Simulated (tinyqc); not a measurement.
Rotating the field: cyclotron resonance of ellipsoidal valleys, Si type.

Valleys along [100], [010], [001] (each with its opposite partner), mass ml along the axis and mt across it. B lies in the (1-10) plane, b = (sin(theta)/sqrt2, sin(theta)/sqrt2, cos(theta)). For the angle phi between B and the axis, 1/mc^2 = cos^2(phi)/mt^2 + sin^2(phi)/(mt ml). Resonance: h nu = 2 muB B/mc, h = 2 pi hbar.

Parameters, chosen for this exercise (out of a larger set: near those of Si; not measured data):

| symbol | value | unit | meaning |
|---|---|---|---|
| ml | 0.873 | m0 | longitudinal mass |
| mt | 0.197 | m0 | transverse mass |
| ths | (0, 15, 30, 45, 60, 75, 90) | degrees | angles |

mc against theta; [100] and [010] stay equal in this plane.

Cyclotron masses (m0):

| theta (degrees) | [100] | [001] |
|---|---|---|
| 0 | 0.4147 | 0.1970 |
| 15 | 0.3927 | 0.2023 |
| 30 | 0.3469 | 0.2194 |
| 45 | 0.3043 | 0.2516 |
| 60 | 0.2742 | 0.3043 |
| 75 | 0.2571 | 0.3739 |
| 90 | 0.2516 | 0.4147 |

All valleys give one line at theta = 54.7 degrees, B along [111], with mc = 0.2832. The [001] pair goes from mt to sqrt(ml mt), a factor 2.11; the other four only fall from sqrt(ml mt) to 0.2516, since their angle to B never drops below 45 degrees.

tinyqc: `OMP_NUM_THREADS=1 python tinyqc.py 1280816 1280817 out.jsonl`; about 0.01 s, one thread, shared Intel(R) Xeon(R) Processor @ 2.30GHz.
